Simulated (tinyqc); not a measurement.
Which input was changed? Model: sheet resistance and Hall data of a diffused or implanted layer. Computed by tinyqc, a small Python program. Command: `OMP_NUM_THREADS=1 python tinyqc.py 3020706 3020707 out.jsonl layer which`. One thread of a shared host (Intel(R) Xeon(R) Processor @ 2.30GHz), about 0.03 s of CPU time with the checks.

Carriers are taken equal to the net active doping down to the junction (full ionisation, which deep dopants in wide-gap hosts do not reach; no spill-over, no depletion), and the Hall factor is 1.

Inputs (values chosen for the exercise, modelled on nitrogen in 4H-SiC):
```
quantity                                 value        unit
mu_min                                    39.1  cm^2/(V s)
mu_max                                     948  cm^2/(V s)
N_ref                                  1.9e+17      1/cm^3
exponent alpha                            0.59           -
peak concentration N_0                 3.4e+17      1/cm^3
length scale l                            1200          nm
background doping N_B (opposite type)  5.2e+15      1/cm^3
```

Profile: box. Activation: complete.

Constants: e = 1.602176634e-19 C.

Method:
- N(x) = N_0 down to x_j = l, dose N_0 l.
- Mobility mu = mu_min + (mu_max - mu_min)/(1 + (N_t/N_ref)^alpha), N_t = active doping + N_B; carriers n = active doping - N_B, all dopants active.
- Integrals from x_0 (0 unless stated) to x_j by the midpoint rule on 400 even intervals: 1/R_s = e int n mu dx; sheet density n_s = int n dx; Hall sheet density (int n mu dx)^2/int n mu^2 dx; Hall mobility int n mu^2 dx/int n mu dx.
- Mean conductivity 1/(R_s x_j); mean mobility 1/(e n_s R_s).

Task: One of these inputs alone was changed, within the range given: peak concentration N_0 (1.7e+17 to 6.8e+17); background doping N_B (opposite type) (2.6e+15 to 1.04e+16); mu_min (19.55 to 78.2); mu_max (474 to 1896). Which one, and to what value?

Results:
```
run     sheet resistance R_s (ohm)  mean conductivity 1/(R_s x_j) (S/cm)  Hall sheet density (1/cm^2)
before                    374.9628                              22.22443                 4.017600e+13
after                     446.6078                              18.65917                 4.017600e+13
```

Result:

Each candidate set to reproduce sheet resistance R_s, and what it then gives:
```
candidate                                            range searched  value needed  mean conductivity 1/(R_s x_j) (S/cm)  Hall sheet density (1/cm^2)
peak concentration N_0 (1/cm^3)                  1.7e+17 to 6.8e+17      2.664e17                                18.659                   3.1348e+13
background doping N_B (opposite type) (1/cm^3)  2.6e+15 to 1.04e+16  out of reach                                     -                            -
mu_min (cm^2/(V s))                                   19.55 to 78.2  out of reach                                     -                            -
mu_max (cm^2/(V s))                                     474 to 1896         787.0                                18.659                   4.0176e+13
```

Only mu_max fits every result: it went from 948 to 787 cm^2/(V s). The next best candidate, peak concentration N_0, misses one result by 22 %.
